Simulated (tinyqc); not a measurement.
Inside a calculation. Method: Hubbard chain of 2 sites. One step of it, computed by the program tinyqc.

Problem. Mean-field iteration 2. H(up) = T + U n(down), H(down) = T + U n(up); fill the lowest levels; n(new) = n + mixing (n(out) - n); E = tr T (rho up + rho down) + U sum n_up n_down of the output.

one-body matrix (hopping and site energies) (eV), order 1, 2:
$$\begin{pmatrix}
0.700000 & -1.440000 \\
-1.440000 & 0.390000
\end{pmatrix}$$

U = 6.000000 eV

electrons, up and down: [1, 1]

mixing = 0.200000

n(up) after iteration 1: 1 0.947034, 2 0.052966

n(down) after iteration 1: 1 0.050714, 2 0.949286

Give: levels, up; levels, down; energy; n(up) after iteration 2; n(down) after iteration 2.

Solution.

levels, up (eV): [0.6246, 6.4654]

levels, down (eV): [0.3633, 6.7267]

energy = 0.3975 eV

n(up) after iteration 2: 1 0.9446, 2 0.0554

n(down) after iteration 2: 1 0.0514, 2 0.9486
